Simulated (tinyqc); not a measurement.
Undoped symmetric double-gate MOSFET, analytic potential model: one step of the calculation.

An undoped body of thickness ts between two equal insulators and tied gates; long channel, electrons only, n = ni exp((psi - V)/Vt) with V the quasi-Fermi potential (0 at the source, Vd at the drain), constant mobility, no quantisation. Across the body psi(x) = V - 2 Vt ln[(ts/(2 beta)) sqrt(q ni/(2 eps0 eps_r Vt)) cos(2 beta x/ts)], x from the centre. Q is the electron charge per area of the whole body.

Question. beta at the source by Newton steps. With V = 0: f = ln(beta) - ln(cos beta) + 2 r beta tan(beta) - (Vg - V0)/(2 Vt); f' = 1/beta + tan(beta) + 2 r [tan(beta) + beta/cos^2(beta)]; beta(new) = beta - f/f'.

Values chosen for this exercise:
```
symbol  value  unit       meaning
T         300     K   temperature
Vg       0.52     V  gate voltage
```

Constants: q = 1.602176634e-19 C, kB = 1.380649e-23 J/K, Vt = kB T/q. Results are converted to the units shown.

beta after iteration 1 = 0.82859540
r = 1.1234043
V0 = 0.42845783 V

Give: f; f'; beta after iteration 2.

Answer.

f = 0.4631
f' = 8.822
beta after iteration 2 = 0.7761

Numbers from tinyqc (`OMP_NUM_THREADS=1 python tinyqc.py 2440079 2440080 out.jsonl`; about 0.01 s on one thread of a shared Intel Xeon 2.30GHz).
